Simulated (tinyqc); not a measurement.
Koster-Slater impurity in a tight-binding band, by Green functions and by supercells: one step, computed by the program tinyqc. Command: `OMP_NUM_THREADS=1 python tinyqc.py 3009227 3009228 out.jsonl kosterslater walk`. One thread of a shared host (Intel(R) Xeon(R) Processor @ 2.30GHz), about 0.02 s of CPU time with the checks.

One orbital per site, e(k) = -2 t sum cos(k_i) over 2 direction(s), band from -4 t to 4 t, lattice constant 1. One site has the extra energy U. Spin is left out.

Task: The bound state. Outside the band G0(E) = (2/(pi E)) K(m), m = 16 t^2/E^2, K the complete elliptic integral with parameter m. A bound state solves 1/U = G0(E). Bisection in ln(distance from the edge) between 1e-5 t and |U| + t. Weight on the impurity site: -1/(U^2 dG0/dE), by a central difference with step min(1e-4 t, distance/30). Decay length along an axis: 1/arccosh(1 + distance/(2 t)).

Inputs (values chosen for the exercise, for a model band): hopping t = 1.7 eV; impurity potential U = -7.26 eV.

Lattice: square.

Give: level E_b; distance from the band edge; weight on the impurity site; decay length.

Result:

level E_b = -8.919 eV

distance from the band edge = 2.119 eV

weight on the impurity site = 0.7587

decay length = 0.9386 sites

The state is compact: most of it sits on the impurity.
